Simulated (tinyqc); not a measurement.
All estimates against temperature: estimate of lattice thermal conductivity from elastic moduli (Slack, Klemens and Cahill formulas). Computed by tinyqc, a small Python program. Command: `OMP_NUM_THREADS=1 python tinyqc.py 3015131 3015132 out.jsonl slack walk`. One thread of a shared host (Intel(R) Xeon(R) Processor @ 2.30GHz), about 0.01 s of CPU time with the checks.

An isotropic solid.

Inputs (values chosen for the exercise, for a model crystal):
```
quantity                              value        unit
bulk modulus B                           24         GPa
shear modulus G                        7.49         GPa
volume per atom V                      29.6  angstrom^3
mean atomic mass M                      142           u
atoms per primitive cell n               20           -
volume expansion coefficient alpha_V    132       ppm/K
temperature T                          1200           K
disorder parameter Gamma              0.087           -
grain size d                            120          nm
```

Grueneisen parameter: from thermal expansion.

Constants: u = 1.6605390666e-27 kg; hbar = 1.054571817e-34 J s; k_B = 1.380649e-23 J/K; h = 6.62607015e-34 J s.

Method:
- rho = M/V; vL = sqrt((B + 4G/3)/rho), vT = sqrt(G/rho); v_m = [(vL^-3 + 2 vT^-3)/3]^(-1/3); Poisson ratio sigma = (3B - 2G)/(6B + 2G); Theta = hbar v_m (6 pi^2/V)^(1/3)/k_B.
- gamma = alpha_V B V/(3 k_B), with the classical heat capacity 3 k_B per atom.
- Slack, an estimate for T near or above Theta_a: kappa = A M Theta_a^3 delta n^(1/3)/(gamma^2 T) in W/(m K), with M in u, delta = V^(1/3) in angstrom, Theta_a = Theta n^(-1/3) and A = 2.43e-6/(1 - 0.514/gamma + 0.228/gamma^2).
- High-temperature forms with the classical heat capacity. Klemens: kappa/kappa_0 = arctan(u)/u, u^2 = pi^2 Theta V Gamma kappa_0/(h v_m^2). Grains: 1/kappa_poly = 1/kappa + 1/(C v_m d/3), C = 3 k_B/(n V), the acoustic branches alone.
- Cahill minimum: kappa_min = (pi/6)^(1/3) k_B V^(-2/3) sum over L, T, T of v (T/Theta_i)^2 int_0^(Theta_i/T) x^3 e^x/(e^x - 1)^2 dx, Theta_i = Theta v_i/v_m (64 Gauss-Legendre points).

Grueneisen parameter gamma = 2.26398

Debye temperature Theta = 105.049 K

v_m = 1091.48 m/s

vL = 2065.53 m/s

vT = 969.657 m/s

acoustic Debye temperature Theta_a = 38.7005 K

Kappa (W/(m K)):
```
T (K)  perfect crystal  with point defects  polycrystal  minimum
200            0.20041             0.16766      0.15894  0.22707
300            0.13361             0.11763      0.11327  0.23025
400            0.10020             0.09074      0.08813  0.23139
550            0.07288             0.06764      0.06618  0.23208
750            0.05344             0.05053      0.04971  0.23244
1000           0.04008             0.03840      0.03793  0.23263
1300           0.03083             0.02982      0.02953  0.23273
1700           0.02358             0.02298      0.02281  0.23279
```

The perfect crystal follows 1/T. With point defects the exponent runs from -0.87 to -0.97 (the strong-disorder limit is -1/2), and with grains from -0.84 to -0.96. The polycrystal estimate falls below the minimum from 200 K on, where it loses its meaning.

Extremes, crossings and ranges named in words are read from the listed rows.
